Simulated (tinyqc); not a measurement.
# Worked calculation: read current of a NAND string, cells in series solved by shooting

tinyqc, about 0.6 s, one thread, Intel Xeon 2.30GHz (shared host): `OMP_NUM_THREADS=1 python tinyqc.py 2142021 2142022 out.jsonl` Printed values are rounded.

Cells in series, numbered from 0 at the source line (0 V) to the bit line, each followed by a gap resistance Rg. A cell with gate Vg, threshold VT, source Vs and drain Vd passes I = 2 nf K Vt^2 [F(Vs) - F(Vd)]/(1 + th max(Vg - VT, 0)), F(V) = ln^2(1 + exp((Vg - VT - nf V)/(2 nf Vt))). The selected cell has Vg = Vr, the others Vg = Vp.

Parameters, values chosen for the exercise; values of the order met in vertical NAND strings: temperature T = 358 K; gain factor of a cell K = 6.7 uA/V^2; slope factor nf = 1.3; mobility reduction factor th = 0.11 1/V; resistance of the gap between cells Rg = 4 kohm; bit-line voltage Vbl = 0.4 V; pass voltage Vp = 7.4 V; read voltage on the selected word line Vr = 2.91 V.

Constants: q = 1.602176634e-19 C, kB = 1.380649e-23 J/K, Vt = kB T/q. Results are converted to the units shown.

## Step 1: node voltages for a trial current

first trial current = 0.4 uA
thresholds from the source end, cell 0 to 4 (V): [2, 4.5, 4.5, 4.5, 4.5]

For a trial current I start at 0 V and, cell by cell (the selected one is cell 0), solve for the drain: sqrt(F(Vd)) = sqrt(F(Vs) - I/k), k = 2 nf K Vt^2/(1 + th max(Vg - VT, 0)), Vd = [Vg - VT - 2 nf Vt ln(exp(sqrt F) - 1)]/nf, then add I Rg.

node voltage after each cell and gap, trial 1, cell 0 to 4 (V): [0.07793711, 0.1078603, 0.1381882, 0.1689383, 0.2001294]

## Step 2: node voltages for a trial current

second trial current = 0.71 uA

As before.

node voltage after each cell and gap, trial 2, cell 0 to 4 (V): [0.1454870, 0.2005415, 0.2570499, 0.3151385, 0.3749529]

## Course of the secant iteration

Secant steps on the end voltage less Vbl, from the two trials; a trial above the saturation current of a cell has no solution and is moved halfway to the previous trial. Stop below 1e-9 V.

Course of the iteration:

| iteration | I (uA) | end voltage - Vbl (V) | halvings |
|---|---|---|---|
| 1 | 0.7544139 | 1.84e-3 | 0 |
| 2 | 0.7513700 | -1.70e-5 | 0 |
| 3 | 0.7513978 | -1.15e-8 | 0 |
| 4 | 0.7513978 | 7.22e-14 | 0 |

Converged in 4 iterations to I = 0.75140 uA. The selected cell takes 38.0 % of the bit-line voltage and the gaps together 3.76 %.
